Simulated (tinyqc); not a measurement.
# From barrier height back to potential of the wafer psi_2

Model: a particle near a wafer in liquid: double-layer and van der Waals forces (DLVO), deposition barrier and removal. Computed by tinyqc, a small Python program. Command: `OMP_NUM_THREADS=1 python tinyqc.py 3112901 3112902 out.jsonl dlvo inv`. One thread of a shared host (Intel(R) Xeon(R) Processor @ 2.30GHz), about 0.01 s of CPU time with the checks.

Sphere and flat wall, Derjaguin approximation, constant potentials in the linear-superposition form, no retardation and no hydration force.

Inputs (values chosen for the exercise, of the order of those for silica on silica in water):

| quantity | value | unit |
|---|---|---|
| particle radius R | 230 | nm |
| Hamaker constant A | 4.8e-21 | J |
| potential of the particle psi_1 | -55 | mV |
| salt concentration c | 0.00042 | mol/L |
| valence z of the symmetric salt | 1 | - |
| temperature T | 298 | K |
| dielectric constant of the liquid | 78.4 | - |

Constants: e = 1.602176634e-19 C; N_A = 6.02214076e+23 1/mol; eps_0 = 8.8541878128e-12 F/m; k_B = 1.380649e-23 J/K; k_B = 8.617333262e-05 eV/K.

Method:
- kappa^2 = 2 z^2 e^2 N_A (1000 c)/(eps eps_0 k_B T); gamma_i = tanh(z e psi_i/(4 k_B T)); Z = 64 pi eps eps_0 (k_B T/(z e))^2 gamma_1 gamma_2.
- U(h) = Z R exp(-kappa h) - A R/(6 h); F(h) = -dU/dh = kappa Z R exp(-kappa h) - A R/(6 h^2), positive for repulsion.
- F = 0 reads x^2 exp(-x) = y with x = kappa h and y = A kappa/(6 Z); the left side peaks at x = 2 with 4/e^2 = 0.5413, so roots exist for smaller y: x < 2 is the barrier, x > 2 the secondary minimum.

Problem. A run gave the result below. Find the potential of the wafer psi_2, known to lie between -57 and -28 mV.

barrier height = 832.8473 k_B T

Solution.

Each step takes the trial c = (a f_b - b f_a)/(f_b - f_a), f being the result less the target; c replaces end b, the old b replaces a if the sign of f changed, and otherwise f_a is halved.

Scan of the range:

| potential of the wafer psi_2 (mV) | barrier height (k_B T) |
|---|---|
| -57.0 | 1147.68 |
| -52.2 | 1062.31 |
| -47.3 | 971.41 |
| -42.5 | 878.91 |
| -37.7 | 783.24 |
| -32.8 | 682.66 |
| -28.0 | 581.69 |

False position (Illinois rule) inside the bracket:

| step | end a | end b | trial | barrier height (k_B T) |
|---|---|---|---|---|
| 1 | -42.5000 | -37.7000 | -40.1889 | 833.223 |
| 2 | -37.7000 | -40.1889 | -40.1701 | 832.850 |
| 3 | -37.7000 | -40.1701 | -40.1699 | 832.844 |
| 4 | -40.1701 | -40.1699 | -40.1700 | 832.847 |

Barrier height falls at every point of a 13-point scan of the range (every second point is shown), so one value fits; it is bracketed by -42.5 and -37.7. Answer: potential of the wafer psi_2 = -40.17 mV.
